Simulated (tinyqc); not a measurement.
From C11 back to radial spring k2L: Born-von Karman spring model of a cubic crystal with one atom per cell. Computed by tinyqc, a small Python program. Command: `OMP_NUM_THREADS=1 python tinyqc.py 3013961 3013962 out.jsonl springs inv`. One thread of a shared host (Intel(R) Xeon(R) Processor @ 2.30GHz), about 0.2 s of CPU time with the checks.

First neighbours lie at a/2 (1,1,1) (8 of them), second at a (1,0,0) (6), with all permutations and signs; the volume per atom is Omega = a^3/2. Two shells of springs match a real metal only roughly, above all at the zone boundary.

Inputs (values chosen for the exercise, modelled on tantalum):
```
quantity                value           unit
lattice constant a        3.3       angstrom
radial spring k1L         3.3  eV/angstrom^2
transverse spring k1T    -0.3  eV/angstrom^2
transverse spring k2T  -0.065  eV/angstrom^2
```

Lattice: bcc.

Constants: 1 eV/angstrom^3 = 160.2176634 GPa.

Method. [ij,kl] = (1/(2 Omega)) sum_R K_ij R_k R_l; C11 = [xx,xx], C44 = [xx,yy], C12 = 2 [xy,xy] - C44; B = (C11 + 2 C12)/3; Zener ratio A = 2 C44/(C11 - C12). K(R) = kL n n^T + kT (1 - n n^T).

Problem. A run gave the result below. Find the radial spring k2L, known to lie between 1.2 and 2 eV/angstrom^2.

C11 = 234.9859 GPa

Solution.

Each step takes the trial c = (a f_b - b f_a)/(f_b - f_a), f being the result less the target and a, b, c the logarithms of the listed values; c replaces end b, the old b replaces a if the sign of f changed, and otherwise f_a is halved.

Scan of the range:
```
radial spring k2L (eV/angstrom^2)  C11 (GPa)
1.20                                 203.913
1.31                                 214.595
1.42                                 225.276
1.55                                 237.899
1.69                                 251.493
1.84                                 266.058
2.00                                 281.595
```

False position (Illinois rule, in the logarithm of the input) inside the bracket:
```
step    end a    end b    trial  C11 (GPa)
1     1.42000  1.55000  1.51898    234.887
2     1.55000  1.51898  1.51999    234.985
3     1.55000  1.51999  1.52001    234.987
4     1.51999  1.52001  1.52000    234.986
```

C11 rises at every point of a 13-point scan of the range (every second point is shown), so one value fits; it is bracketed by 1.42 and 1.55. The scan shows a straight line, so linear interpolation between any two rows gives the answer at once. Answer: radial spring k2L = 1.520 eV/angstrom^2.
